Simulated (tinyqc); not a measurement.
# p-n diode, drift-diffusion by the Gummel loop with Scharfetter-Gummel fluxes: effect of the donor density of the n side at fixed bias

Abrupt junction at x = 0, p side from -Lp, n side to Ln, ohmic contacts. psi is counted from the intrinsic level; n = ni exp((psi - phin)/Vt), p = ni exp((phip - psi)/Vt). Contacts: p side psi = V - Vt ln(Na/ni), p = Na, n = ni^2/Na; n side psi = Vt ln(Nd/ni), n = Nd, p = ni^2/Nd. Constant mobilities, D = mu Vt, Boltzmann statistics, SRH recombination through a mid-gap level, U = (n p - ni^2)/(tp (n + ni) + tn (p + ni)). Current is positive from the p contact to the n contact.

ni = sqrt(Nc Nv) exp(-Eg/(2 Vt)), Eg in volts. Poisson and both continuity equations are solved self-consistently with Scharfetter-Gummel fluxes on a graded mesh of 500 nodes. J_scr is q times the integral of U between -xp and xn. Ideal diffusion current J_id = q ni^2 [Dn coth(wp/Le)/(Le Na) + Dp coth(wn/Lh)/(Lh Nd)] (exp(V/Vt) - 1), Le = sqrt(Dn tn), Lh = sqrt(Dp tp), wp = Lp - xp, wn = Ln - xn, with xp and xn from the depletion approximation (W = sqrt(2 eps0 eps_r (Vbi - V)(1/Na + 1/Nd)/q), xp = W Nd/(Na + Nd), xn = W Na/(Na + Nd), Vbi = Vt ln(Na Nd/ni^2)). Ideality factor = 0.004 V/(Vt ln[J(V + 0.004 V)/J(V)]).

Values chosen for this exercise; band and dielectric values close to those of silicon:
```
symbol    value        unit                                 meaning
T           300           K                             temperature
Eg          1.1          eV                                band gap
eps_r      11.5                               relative permittivity
Nc      2.77e19       cm^-3  conduction-band density of states at T
Nv      2.64e19       cm^-3     valence-band density of states at T
Na       1.6e16       cm^-3          acceptor density of the p side
mun         890  cm^2/(V s)                       electron mobility
mup         300  cm^2/(V s)                           hole mobility
tn        4e-10           s               SRH lifetime of electrons
tp         9e-9           s                   SRH lifetime of holes
Lp         0.82          um                    length of the p side
Ln         0.64          um                    length of the n side
G             0  cm^-3 s^-1                 uniform generation rate
V          0.48           V                   bias of the p contact
```

Constants: q = 1.602176634e-19 C, kB = 1.380649e-23 J/K, Vt = kB T/q, eps0 = 8.8541878128e-14 F/cm where lengths are in cm. Results are converted to the units shown.

Effect of the donor density of the n side at fixed bias:
```
Nd (cm^-3)	J (A/cm^2)	ideality factor	J_scr/J (%)	J_id (A/cm^2)	share recombining at the contacts (%)	larger minority/doping at -xp and xn
1.1e17	0.152	1.12	25.0	0.116	59.7	1.56e-4
2.2e17	0.150	1.12	25.3	0.114	59.4	1.55e-4
4.3e17	0.149	1.12	25.5	0.114	59.4	1.53e-4
8.5e17	0.149	1.12	25.6	0.114	59.5	1.50e-4
1.7e18	0.149	1.12	25.7	0.114	59.6	1.47e-4
3.3e18	0.149	1.12	25.8	0.115	59.6	1.43e-4
```

What does the table show?

As Nd rises from 1.1e17 to 3.3e18, J goes from 0.1517 through a minimum of 0.1493 (at Nd = 8.5e17 among the rows listed) to 0.1495 A/cm^2, the share of the depleted layer rises from 25.0 to 25.8 % and the share lost at the contacts stays near 59.5 %. The exponent d ln J/d ln Nd is -0.02 between the first two rows and 0.00 between the last two. J less J_scr is 3.4 % below J_id in the last row.

Computed by the program tinyqc: `OMP_NUM_THREADS=1 python tinyqc.py 2240129 2240130 out.jsonl`, one thread of a shared Intel Xeon 2.30GHz, about 0.2 s for the whole run.
